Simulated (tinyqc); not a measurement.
# Gate work function from the charge

Inverse problem. For an undoped double gate, Q = 8 eps0 eps_r Vt beta tan(beta)/ts with 0 < beta < pi/2, and at the source (Vg - dphi)/(2 Vt) - ln[(2/ts) sqrt(2 eps0 eps_r Vt/(q ni))] = ln(beta) - ln(cos beta) + 2 r beta tan(beta), r = eps_r tox/(eox ts). Find beta and dphi.

Inputs (values chosen for the exercise); material values those of a made-up semiconductor:

| symbol | value | unit | meaning |
|---|---|---|---|
| T | 300 | K | temperature |
| eps_r | 15.2 |  | relative permittivity of the semiconductor |
| eox | 9.06 |  | relative permittivity of the gate insulator |
| tox | 5.3 | nm | insulator thickness |
| ts | 12 | nm | body thickness |
| Vg | 0.71 | V | gate voltage |

Constants: q = 1.602176634e-19 C, kB = 1.380649e-23 J/K, Vt = kB T/q, eps0 = 8.8541878128e-14 F/cm where lengths are in cm. Results are converted to the units shown.

Qs = 1178.5605 nC/cm^2
ni = 8.9286147e11 cm^-3

Solution. beta tan(beta) rises from 0 without bound on the interval, so the charge fixes beta; the second relation is then explicit in dphi. At this charge the surface density passes 0.3 Nc, so the classical Boltzmann model is only formal.

beta = 1.32
dphi = -0.130 V

tinyqc, about 0.02 s, one thread, Intel Xeon 2.30GHz (shared host): `OMP_NUM_THREADS=1 python tinyqc.py 2440151 2440152 out.jsonl`
